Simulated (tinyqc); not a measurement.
# Admittance spectroscopy of a deep trap: effects of single changes

Schottky contact on an n-type layer with shallow donors Nd (all ionised) and a donor-like deep trap, neutral when filled and positive when empty; depletion approximation. Traps within lam of the depletion edge stay filled. The traps at xt = W - lam, where the level crosses the Fermi level, follow a slow signal and not a fast one. w = 2 pi f.

Values chosen for this exercise; material values close to those of 4H silicon carbide:
```
symbol,value,unit,meaning
eps_r,9.54,,relative permittivity
Nc,1.73e19,cm^-3,conduction-band density of states at 300 K
vth,2e7,cm/s,thermal velocity at 300 K
Nd,4.6e16,cm^-3,shallow donor density
Vbi,1.19,V,built-in voltage
Et,0.38,eV,depth of the trap below the conduction edge
sn,2.9e-14,cm^2,capture cross-section
Nt,1.5e15,cm^-3,trap density
Vr,1.7,V,reverse bias
T,219,K,temperature
```

Constants: q = 1.602176634e-19 C, kB = 1.380649e-23 J/K, eps0 = 8.8541878128e-14 F/cm where lengths are in cm. Results are converted to the units shown.

Each table varies one quantity; the others keep the values above.

## Admittance against frequency

Emission rate en = sn vth(T) Nc(T) exp(-Et/kB T) = sn g T^2 exp(-Et/kB T), g = vth Nc/(300 K)^2, as vth goes as T^0.5 and Nc as T^1.5 (degeneracy factor 1). lam = sqrt(2 eps0 eps_r (EF - ET)/(q Nd)), EF - ET = Et - (kB T/q) ln(Nc(T)/Nd), Nc(T) = Nc (T/300 K)^1.5. In the steady state at the band bending V, 2 eps0 eps_r V/q = Nd W^2 + Nt (W - lam)^2 (the second term only if W > lam). V = Vbi + Vr. C_HF = eps0 eps_r/W, C_LF = eps0 eps_r (Nd + Nt)/(Nd W + Nt xt). Inflection frequency w0 = 2 en [1 + Nt xt/(Nd W)]; C = C_HF + (C_LF - C_HF)/(1 + (w/w0)^2), G/w = (C_LF - C_HF)(w/w0)/(1 + (w/w0)^2).

Admittance against frequency:
```
f (Hz)	C (nF/cm^2)	G/w (nF/cm^2)
100	33.400	0.010496
220	33.398	0.023002
460	33.393	0.047311
970	33.371	0.092996
2100	33.298	0.15221
4400	33.181	0.15545
9300	33.104	0.099521
20000	33.079	0.050292
42000	33.073	0.024400
89000	33.071	0.011564
```

Read the table: what changes, and by how much?

C falls from 33.4 to 33.1 nF/cm^2, between C_LF = 33.4 and C_HF = 33.1, and G/w goes from 0.0105 through a maximum of 0.155 (at f = 4400 Hz among the rows listed) to 0.0116 nF/cm^2. The exact peak is half of the step, 0.165 nF/cm^2, at 3130 Hz.

## Effect of the bias

Same model as above.

V = Vbi + Vr.

Effect of the bias:
```
Vr (V)	W (nm)	xt/W	C_HF (nF/cm^2)	step (nF/cm^2)	step (% of C_HF)
0	164.45	0.51545	51.365	0.79818	1.5539
0.9	217.46	0.63357	38.844	0.45474	1.1707
1.7	255.42	0.68803	33.071	0.32905	0.99498
2.6	292.24	0.72733	28.904	0.25104	0.86854
3.4	321.42	0.75208	26.280	0.20737	0.78907
4.3	351.34	0.77320	24.042	0.17344	0.72138
5.1	375.93	0.78803	22.470	0.15142	0.67388
6	401.78	0.80167	21.024	0.13250	0.63024
```

Read the table: what changes, and by how much?

xt/W rises from 0.515 to 0.802 since lam stays at 79.7 nm, and the relative step falls from 1.55 to 0.630 %: the nearer xt lies to W in proportion, the less the traps add.

Numbers from tinyqc (`OMP_NUM_THREADS=1 python tinyqc.py 2050166 2050167 out.jsonl`; about 0.01 s on one thread of a shared Intel Xeon 2.30GHz).
